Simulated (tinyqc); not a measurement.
Changing the background C_B: sheet resistance of a shallow doped layer with concentration-dependent mobility and limited activation. Computed by tinyqc, a small Python program. Command: `OMP_NUM_THREADS=1 python tinyqc.py 3006352 3006353 out.jsonl irvin sweep`. One thread of a shared host (Intel(R) Xeon(R) Processor @ 2.30GHz), about 0.03 s of CPU time with the checks.

A layer of one dopant lies in a background of the opposite type. Current flows parallel to the surface down to the junction; depletion is ignored.

Inputs (values chosen for the exercise, modelled on arsenic in silicon):

| quantity | value | unit |
|---|---|---|
| surface concentration C_s | 5.2e+19 | 1/cm^3 |
| length l | 51 | nm |
| mobility floor mu_min | 54 | cm^2/(V s) |
| mobility mu_max | 1420 | cm^2/(V s) |
| reference density N_r | 9.71e+16 | 1/cm^3 |
| exponent alpha | 0.68 | - |
| prefactor of the active limit | 2.1e+22 | 1/cm^3 |
| energy of the active limit | 0.466 | eV |
| anneal temperature T | 1000 | C |

Profile: erfc.

Constants: k_B = 8.617333262e-05 eV/K; e = 1.602176634e-19 C.

Method:
- C(x) = C_s erfc(x/l).
- Temperatures in kelvin are T(C) + 273.15.
- Active limit C_a = prefactor x exp(-energy/(k_B T)); the junction lies where C = C_B, and the profile exceeds C_a down to x_a (zero if C_s is below C_a). Slope at the junction in nm per decade = ln(10) C/|dC/dx|.
- Active density N = min(C, C_a); carriers n = N - C_B; mobility mu = mu_min + (mu_max - mu_min)/(1 + ((N + C_B)/N_r)^alpha).
- Integrals from 0 to x_j, where C = C_B (Gauss-Legendre, 60 points on each smooth piece; 1 nm = 1e-7 cm): dose int C dx, carriers int n dx, mean mobility int n mu dx/int n dx, R_s = 1/(e int n mu dx).

One run for each value:

| background C_B (1/cm^3) | junction depth x_j (nm) | sheet resistance R_s (ohm/square) | mean mobility (cm^2/(V s)) | abruptness at the junction (nm/decade) |
|---|---|---|---|---|
| 1.00e+14 | 171.71 | 456.46 | 91.389 | 16.755 |
| 4.00e+14 | 161.33 | 456.56 | 91.372 | 17.747 |
| 2.00e+15 | 148.45 | 457.01 | 91.298 | 19.147 |
| 7.00e+15 | 137.68 | 458.12 | 91.120 | 20.491 |
| 3.00e+16 | 124.14 | 461.86 | 90.562 | 22.461 |
| 1.00e+17 | 111.86 | 469.82 | 89.518 | 24.582 |
| 6.00e+17 | 91.09 | 504.56 | 86.225 | 29.173 |
| 2.00e+18 | 74.65 | 573.80 | 82.368 | 34.098 |

What does the table show, and why?

Over the rows, junction depth x_j (nm) falls from 172 to 74.6 (exponent d ln y / d ln x -0.045 between the first rows and -0.17 between the last); sheet resistance R_s (ohm/square) rises from 456 to 574 (exponent d ln y / d ln x 1.6e-4 between the first rows and 0.11 between the last); mean mobility (cm^2/(V s)) falls from 91.4 to 82.4 (exponent d ln y / d ln x -1.4e-4 between the first rows and -0.038 between the last). A heavier background makes the junction shallower, removes carriers and adds scattering centres. Left out: 1.00e19 (C_s is under twenty times the background, the limit set for this model).
